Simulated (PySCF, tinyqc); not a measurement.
Inside a calculation. Method: G0W0 on RHF in the sto-3g basis, for H4, spin multiplicity 1. The lowest restricted solution is unstable here: a spin-polarised one lies 0.0783 hartree lower (PySCF). Computed by tinyqc, a small Python program that keeps every step (integrals from PySCF). Settings: charge = 0, multiplicity = 1, basis = sto-3g, method = RHF, energy threshold = 1e-10, iteration cap = 64, orthogonalisation = canonical, start = Wolfsberg-Helmholz matrix, DIIS depth = 6. Command: `OMP_NUM_THREADS=1 python tinyqc.py 23355 23356 out.jsonl` (the two numbers bound the seeds that draw the settings). One thread of a shared host (Intel(R) Xeon(R) Processor @ 2.60GHz), about 0.03 s of CPU time with the checks. The early iterations of the SCF are left out here.

## One-electron integrals

Geometry (angstrom):
```
atom       x       y       z
H     0.0000  0.0000  0.0000
H     0.0000  0.0000  1.1350
H     0.0000  1.0500  0.0000
H     0.0000  1.0500  1.1350
```

Basis sto-3g: exponents (1/bohr^2) and contraction coefficients of normalised primitives:
```
element  l (shell)  exponent  coefficient
H            s (1)    3.4253       0.1543
H            s (1)    0.6239       0.5353
H            s (1)    0.1689       0.4446
```

Overlap, kinetic and nuclear-attraction integrals over the contracted functions; the nuclear repulsion is the sum of Za Zb / Rab.

nuclear repulsion = 2.624916 hartree

overlap S, lower triangle:
```
        1H 1s   2H 1s   3H 1s   4H 1s
1H 1s  1.0000
2H 1s  0.4207  1.0000
3H 1s  0.4675  0.2402  1.0000
4H 1s  0.2402  0.4675  0.4207  1.0000
```

kinetic energy T (hartree), lower triangle:
```
        1H 1s   2H 1s   3H 1s   4H 1s
1H 1s  0.7600
2H 1s  0.0686  0.7600
3H 1s  0.0938  0.0060  0.7600
4H 1s  0.0060  0.0938  0.0686  0.7600
```

nuclear attraction V (hartree), lower triangle:
```
         1H 1s    2H 1s    3H 1s    4H 1s
1H 1s  -2.5168
2H 1s  -0.9940  -2.5168
3H 1s  -1.1161  -0.5758  -2.5168
4H 1s  -0.5758  -1.1161  -0.9940  -2.5168
```

core Hamiltonian H = T + V (hartree), lower triangle:
```
         1H 1s    2H 1s    3H 1s    4H 1s
1H 1s  -1.7568
2H 1s  -0.9254  -1.7568
3H 1s  -1.0223  -0.5698  -1.7568
4H 1s  -0.5698  -1.0223  -0.9254  -1.7568
```

## Two-electron integrals

Functions are numbered as in S; the eight-fold symmetry (ij|kl) = (ji|kl) = (kl|ij) leaves the list below.

Two-electron integrals (ij|kl) in chemists' order, unique and non-zero (hartree):
```
(11|11) 0.7746   (21|11) 0.2514   (21|21) 0.1096   (22|11) 0.4363
(22|21) 0.2514   (22|22) 0.7746   (31|11) 0.2868   (31|21) 0.1001
(31|22) 0.1852   (31|31) 0.1382   (32|11) 0.1207   (32|21) 0.0541
(32|22) 0.1271   (32|31) 0.0598   (32|32) 0.0324   (33|11) 0.4621
(33|21) 0.1723   (33|22) 0.3364   (33|31) 0.2868   (33|32) 0.1271
(33|33) 0.7746   (41|11) 0.1271   (41|21) 0.0541   (41|22) 0.1207
(41|31) 0.0598   (41|32) 0.0320   (41|33) 0.1207   (41|41) 0.0324
(42|11) 0.1852   (42|21) 0.1001   (42|22) 0.2868   (42|31) 0.0898
(42|32) 0.0598   (42|33) 0.1852   (42|41) 0.0598   (42|42) 0.1382
(43|11) 0.1723   (43|21) 0.0756   (43|22) 0.1723   (43|31) 0.1001
(43|32) 0.0541   (43|33) 0.2514   (43|41) 0.0541   (43|42) 0.1001
(43|43) 0.1096   (44|11) 0.3364   (44|21) 0.1723   (44|22) 0.4621
(44|31) 0.1852   (44|32) 0.1207   (44|33) 0.4363   (44|41) 0.1271
(44|42) 0.2868   (44|43) 0.2514   (44|44) 0.7746
```

## Orthogonalisation

S = U s U^T; canonical form X = U s^(-1/2), so that X^T S X = 1. Each column of U has its largest component positive (the first on a tie).

eigenvalues of S: 0.3520  0.7129  0.8066  2.1284

X:
```
             1        2        3       4
1H 1s   0.8427   0.5922   0.5567  0.3427
2H 1s  -0.8427   0.5922  -0.5567  0.3427
3H 1s  -0.8427  -0.5922   0.5567  0.3427
4H 1s   0.8427  -0.5922  -0.5567  0.3427
```

## Iteration 2 (converged): orbitals

converged F (hartree), lower triangle:
```
         1H 1s    2H 1s    3H 1s    4H 1s
1H 1s  -0.2841
2H 1s  -0.3188  -0.2841
3H 1s  -0.4912  -0.2722  -0.2841
4H 1s  -0.2722  -0.4912  -0.3188  -0.2841
```

Diagonalise F' = X^T F X, C = X C', fill 2 alpha and 2 beta electrons from the bottom; D = 2 C_occ C_occ^T. Each column has its largest component positive (the first on a tie).

F' = X^T F X (hartree), lower triangle:
```
        1       2        3        4
1  0.7208
2  0.0000  0.2251
3  0.0000  0.0000  -0.2286
4  0.0000  0.0000   0.0000  -0.6420
```

orbital energies (hartree): MO1 -0.6420, MO2 -0.2286, MO3 0.2251, MO4 0.7208

coefficients C:
```
          MO1      MO2      MO3      MO4
1H 1s  0.3427   0.5567   0.5922   0.8427
2H 1s  0.3427  -0.5567   0.5922  -0.8427
3H 1s  0.3427   0.5567  -0.5922  -0.8427
4H 1s  0.3427  -0.5567  -0.5922   0.8427
```

D after iteration 2, lower triangle:
```
         1H 1s    2H 1s    3H 1s   4H 1s
1H 1s   0.8548
2H 1s  -0.3850   0.8548
3H 1s   0.8548  -0.3850   0.8548
4H 1s  -0.3850   0.8548  -0.3850  0.8548
```

## Convergence

Stop when the energy changes by less than 1e-10 hartree and every element of the error matrix X^T (F D S - S D F) X is below 3e-06.

Course of the cycle:
```
iteration  E (hartree)     change  largest element of the error matrix
1            -1.845472          -                             9.91e-16
2            -1.845472  -1.78e-15                             1.32e-15
```

PySCF RHF in the same basis = -1.845472 hartree

Converged in 2 iterations.

## Integrals over molecular orbitals

(pq|rs) = sum C_ip C_jq C_kr C_ls (ij|kl), one index at a time.

one-electron integrals over orbitals h = C^T H C (hartree), lower triangle:
```
         1        2        3        4
1  -2.0081
2   0.0000  -1.5917
3   0.0000   0.0000  -1.5290
4   0.0000   0.0000   0.0000  -1.0764
```

Two-electron integrals over orbitals (pq|rs), unique and non-zero (hartree):
```
(11|11) 0.5105   (21|21) 0.1408   (22|11) 0.4983   (22|22) 0.5074
(31|31) 0.1313   (32|32) 0.0816   (33|11) 0.4961   (33|22) 0.4874
(33|33) 0.5042   (41|32) 0.0807   (41|41) 0.0798   (42|31) 0.1312
(42|42) 0.1441   (43|21) 0.1398   (43|43) 0.1537   (44|11) 0.5014
(44|22) 0.5092   (44|33) 0.5088   (44|44) 0.5307
```

## Screening: direct RPA

With D = e_a - e_i and K = (ia|jb): diagonalise D^(1/2) (D + 4K) D^(1/2) = Z w^2 Z^T; X + Y = D^(1/2) Z w^(-1/2), each column of Z with its largest component positive (the first on a tie); E_c = (sum w - tr (D + 2K)) / 2.

D^(1/2) (D + 4K) D^(1/2) (hartree^2), lower triangle:
```
        1>3     1>4     2>3     2>4
1>3  1.2072
1>4  0.0000  2.2920
2>3  0.0000  0.2538  0.3540
2>4  0.4762  0.0000  0.0000  1.4486
```

excitation energies w (hartree): 0.5669  0.9147  1.3488  1.5247

X + Y:
```
           1        2       3       4
1>3   0.0000   0.7684  0.4924  0.0000
1>4  -0.1980   0.0000  0.0000  0.9377
2>3   0.8873   0.0000  0.0000  0.0697
2>4   0.0000  -0.6257  0.6621  0.0000
```

RPA correlation energy = -0.075799 hartree

## G0W0 on Hartree-Fock: HOMO

W(p,q,m) = sqrt2 sum_ia (pq|ia) (X+Y)_ia,m; Sigma_c(x) = sum_(i,m) W^2/(x - e_i + w_m) + sum_(a,m) W^2/(x - e_a - w_m); solve x = e_p + Sigma_c(x) by Newton steps; Z = 1/(1 - dSigma/dx); 1 hartree = 27.211386 eV.

The 12 largest terms at x = e_p (hartree; W for the signs of X + Y given):
```
q  m       W       term
4  3  0.2263    -0.0223
3  4  0.1150    -0.0067
3  1  0.0798    -0.0062
4  2  0.0151  -1.22e-04
```

Newton steps (hartree):
```
step        x  Sigma_c(x)       Z
0     -0.2286     -0.0353  0.9811
1     -0.2633     -0.0347  0.9819
2     -0.2633     -0.0347  0.9819
```

quasiparticle energy of the HOMO = -7.1648 eV

Hartree-Fock value = -6.2208 eV

## G0W0 on Hartree-Fock: LUMO

As before.

The 12 largest terms at x = e_p (hartree; W for the signs of X + Y given):
```
q  m       W      term
1  3  0.2143    0.0207
2  4  0.1150    0.0067
2  1  0.0798    0.0062
1  2  0.0266  3.96e-04
```

Newton steps (hartree):
```
step       x  Sigma_c(x)       Z
0     0.2251      0.0341  0.9813
1     0.2585      0.0334  0.9820
2     0.2586      0.0334  0.9820
```

quasiparticle energy of the LUMO = 7.0355 eV

Hartree-Fock value = 6.1257 eV
